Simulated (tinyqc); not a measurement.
# Single-photon avalanche diode, trigger probability and counting: two studies

A multiplication layer of width W with the uniform field V/W; alpha = an exp(-bn/E) for electrons, beta = ap exp(-bp/E) for holes (local model, no dead space). a = alpha W, b = beta W. Electrons enter at x = 0, holes at x = W. P0 is the probability that an electron entering at 0 starts a lasting avalanche, PW the same for a hole entering at W.

Inputs (values chosen for the exercise); ionisation coefficients close to those of indium phosphide: electron prefactor an = 1.09e7 1/cm; electron field bn = 3.14 MV/cm; hole prefactor ap = 4.7e6 1/cm; hole field bp = 2.54 MV/cm; width of the multiplication layer W = 0.5 um; probability that a photon makes a pair that enters the layer eta = 0.23; thermal generation rate in the layer Gd = 490 1/s; dead time td = 50 ns; diode capacitance Cd = 86 fF; quench resistance Rq = 500 kohm; trapping probability per avalanche carrier pa = 5.4e-8; trap release time tt = 35 ns; photon rate nph = 7.8e6 1/s.

Constants: q = 1.602176634e-19 C. Results are converted to the units shown.

Each table varies one quantity; the others keep the values above.

## Effect of the excess bias

Breakdown: ln(a/b) = a - b with a not equal to b. Above it PW/(1 - PW) = [P0/(1 - P0)] exp(b - a) and b ln(1 - P0) = a ln(1 - PW); the mean over pairs made evenly in the layer is Pm = ln[(1 - PW)/(1 - P0)]/(a - b). PDP = eta P0; dark counts Gd Pm; avalanche charge Cd Vx/q; afterpulse probability pa (Cd Vx/q) exp(-td/tt) Pm; true rate n = nph PDP + dark counts; measured n/(1 + n td) (non-paralysable) or n exp(-n td) (paralysable); recharge time Rq Cd.

Effect of the excess bias:
```
Vx (V)  Vx/VB (%)        P0       PW       Pm       PDP  dark counts (1/s)  afterpulse (%)
0.24      0.99497  0.090687  0.13103  0.10978  0.020858             53.791        0.018301
0.38       1.5754   0.14022  0.19879  0.16815  0.032250             82.392        0.044385
0.61       2.5289   0.21652  0.29806  0.25587  0.049799             125.37         0.10842
0.96       3.9799   0.32136  0.42468  0.37204  0.073913             182.30         0.24810
1.5        6.2186   0.45928  0.57472  0.51715   0.10564             253.41         0.53885
2.4        9.9497   0.63563  0.74055  0.68972   0.14619             337.96          1.1499
3.8        15.754   0.81135  0.87828  0.84681   0.18661             414.94          2.2353
6.1        25.289   0.94427  0.96524  0.95554   0.21718             468.21          4.0489
9.6        39.799   0.99423  0.99553  0.99491   0.22867             487.50          6.6346
```

What does the comparison show, and why?

VB is 24.12 V. P0 rises from 0.0907 to 0.994 and PW rises from 0.131 to 0.996; P0 goes as Vx^(0.95) at the start and Vx^(0.11) at the end. Holes trigger better in every row. The afterpulse probability keeps growing, as Vx^(1.09) at the end, because the avalanche charge grows with Vx. For Vx = 6.1, 9.6 the excess bias passes a quarter of VB, where tunnelling adds dark counts that are left out here.

## Effect of the width of the multiplication layer

Same model as above.

The excess bias is 10 % of VB in every row.

Results:
```
W (um)  VB (V)  E at VB (MV/cm)  beta/alpha at VB      P0      PW
0.15     9.108           0.6072             1.158  0.5905  0.6114
0.41     20.47           0.4994             1.434  0.6312  0.7226
0.67     30.78           0.4594             1.592  0.6462  0.7698
1.1      46.75           0.4250             1.769  0.6587  0.8123
1.8      71.20           0.3955             1.965  0.6688  0.8492
3        110.7           0.3690             2.192  0.6771  0.8821
5        172.8           0.3457             2.446  0.6834  0.9095
```

Estimate the missing row, W = 0.25 um.

Computed row:
```
W (um)  VB (V)  E at VB (MV/cm)  beta/alpha at VB      P0      PW
0.25     13.68           0.5472             1.291  0.6130  0.6701
```

With this row back in the table: As W grows, VB rises from 9.11 to 173 V, as W^(0.84) on average, the breakdown field falls from 0.607 to 0.346 MV/cm and beta/alpha rises from 1.16 to 2.45. At equal relative excess P0 rises from 0.590 to 0.683 and PW rises from 0.611 to 0.910. For W = 0.15, 0.25 dead space and band-to-band tunnelling, left out here, matter.

Computed by the program tinyqc: `OMP_NUM_THREADS=1 python tinyqc.py 2630030 2630031 out.jsonl`, one thread of a shared Intel Xeon 2.30GHz, about 0.01 s for the whole run.
